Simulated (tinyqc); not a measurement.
# Gate sheet resistance from two finger widths

Problem. At low frequency R = Rsh Wf/(3 L) + B/Wf, where B collects the channel and vertical terms. Find Rsh, B and the width of lowest R.

Inputs (values chosen for the exercise):
- L = 0.47 um (channel length)

input resistance of single fingers, contacted at one end, of width 0.69 and 4.5 um (ohm): [48.285322, 19.557920]

Solution. R Wf is a straight line in Wf^2; the minimum of R lies where both terms are equal.

Rsh = 3.900 ohm/square
B = 32.00 ohm um
width of lowest R = 3.401 um

tinyqc, about 0.01 s, one thread, Intel Xeon 2.30GHz (shared host): `OMP_NUM_THREADS=1 python tinyqc.py 2262182 2262183 out.jsonl`
